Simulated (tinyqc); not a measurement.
# Worked calculation: transistor under a ferroelectric capacitor (negative capacitance), static model

Computed by the program tinyqc: `OMP_NUM_THREADS=1 python tinyqc.py 2860101 2860102 out.jsonl`, one thread of a shared Intel Xeon 2.30GHz, about 0.02 s for the whole run. Printed values are rounded.

A ferroelectric film of thickness tf lies between the gate and an inner metal at potential v, which drives an ordinary transistor. One domain, P = Q (background permittivity neglected): Vg = v + tf (2 al Q + 4 be Q^3), al = -3 sqrt(3) Ec/(4 Pr), be = 3 sqrt(3) Ec/(8 Pr^3). Gate charge Q(v) = Qi + Cp v with the channel charge Qi = Cox n Vt ln(1 + exp((v - VT)/(n Vt))). Q in uC/cm^2, E in kV/cm; 1 nm times 1 kV/cm is 1e-4 V. Domains, leakage and the switching time are left out.

Inputs (values chosen for the exercise); Pr and Ec close to those of hafnium oxide based films: temperature T = 300 K; remanent polarisation Pr = 22 uC/cm^2; coercive field Ec = 800 kV/cm; capacitance of the inner oxide Cox = 2.8 uF/cm^2; overlap capacitance per gate area Cp = 1.19 uF/cm^2; threshold of the inner transistor VT = 0.36 V; subthreshold factor of the inner transistor n = 1.05; ferroelectric thickness tf = 22 nm; gate voltage Vg = 0.34 V.

Constants: q = 1.602176634e-19 C, kB = 1.380649e-23 J/K, Vt = kB T/q. Results are converted to the units shown.

## Landau coefficients and capacitance at zero charge

al = -3 sqrt(3) Ec/(4 Pr), be = 3 sqrt(3) Ec/(8 Pr^3); C_FE(0) = 1/(2 al tf); far below threshold the gain is 1/(1 + 2 al tf Cp) near Q = 0 and the swing n Vt ln 10/gain.

al = -47.2377 kV cm/uC
be = 0.0487993 kV cm^5/uC^3
C_FE(0) = -4.81125 uF/cm^2
gain near Q = 0 = 1.32862
swing = 47.0435 mV/decade

The swing is below Vt ln 10 = 59.5 mV a decade; without the film it is 62.5.

## Gate voltage against inner potential

v, point 0 to 8 (V): 0  0.1  0.2  0.3  0.4  0.5  0.6  0.7  0.8

Q(v) and Vg(v) as above. C = dQ/dv = Cox/(1 + exp(-(v - VT)/(n Vt))) + Cp; dVg/dv = 1 + C tf (2 al + 12 be Q^2); gain = dv/dVg.

```
point  Q (uC/cm^2)  C (uF/cm^2)    Vg (V)    dVg/dv
0          0.00000      1.19000  0.000000  0.752662
1          0.11901      1.19019  0.075266  0.752645
2          0.23821      1.19769  0.150495  0.751152
3          0.36491      1.46670  0.224176  0.695404
4          0.60368      3.46809  0.274622  0.280800
5          0.98744      3.97398  0.295179  0.179016
6          1.38601      3.98960  0.313066  0.180652
7          1.78500      3.98999  0.331437  0.187074
8          2.18400      3.99000  0.350538  0.195213
```

dVg/dv is positive at all listed points; its smallest value, 0.179, means a gain of 5.59. Minimising dVg/dv over v puts the thickness at which the fold first appears at 26.8 nm.

## Iteration 1: inner potential by Newton steps

v at the start = 0.34 V

f = v + tf (2 al Q + 4 be Q^3) - Vg, f' = 1 + C tf (2 al + 12 be Q^2) with C = Cox/(1 + exp(-(v - VT)/(n Vt))) + Cp; v(new) = v - f/f'.

Q = 0.434328 uC/cm^2
f = -0.0902381 V
f' = 0.564786
v after iteration 1 = 0.499774 V

## Iteration 2: inner potential by Newton steps

As before.

Q = 0.986538 uC/cm^2
f = -0.0448618 V
f' = 0.179035
v after iteration 2 = 0.750350 V

## Course of the iteration: inner potential by Newton steps

Stop when v changes by less than 1e-10 V, or after 30 iterations.

Course of the iteration:
```
iteration     v (V)  |change| (V)
1          0.499774         0.160
2          0.750350         0.251
3          0.745362       4.99e-3
4          0.745357       5.30e-6
5          0.745357      5.94e-12
```

Converged in 5 iterations. At the end the number of correct digits about doubles with each step. There dVg/dv = 0.191, a gain of 5.25.
